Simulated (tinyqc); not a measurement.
Reflectance at normal incidence against thickness.

Normal incidence on air, film (n1) and substrate (N2 = n2 - i k2): r01 = (1 - n1)/(1 + n1), r12 = (n1 - N2)/(n1 + N2), amplitude (r01 + r12 X)/(1 + r01 r12 X), X = exp(-4 pi i n1 d/lam), R its squared modulus, phase from 0 to 360 degrees.

Inputs (values chosen for the exercise):
- lam = 546.1 nm (wavelength)
- n1 = 1.662 (index of the transparent film)
- n2 = 4.086 (index of the substrate)
- k2 = 0.031 (extinction coefficient of the substrate)

Results:
```
d (nm),R (%),phase of the reflected amplitude (degrees)
0,36.82,179.8
20,33.58,155.8
40,24.24,127.9
60,11.44,88.80
100,9.180,281.7
120,21.84,238.5
140,32.21,209.2
160,36.69,184.8
```

Estimate the missing row, d = 80 nm.

Computed row:
```
d (nm),R (%),phase of the reflected amplitude (degrees)
80,3.808,10.87
```

With this row back in the table: R goes from 36.8 through a minimum of 3.81 (at d = 80 nm among the rows listed) to 36.7 %. At a quarter wave, d = 82.1 nm, R = 3.74 %; for a transparent substrate it would vanish for n1 = sqrt(n2) = 2.02.

Computed by the program tinyqc: `OMP_NUM_THREADS=1 python tinyqc.py 2870130 2870131 out.jsonl`, one thread of a shared Intel Xeon 2.30GHz, about 0.6 s for the whole run.
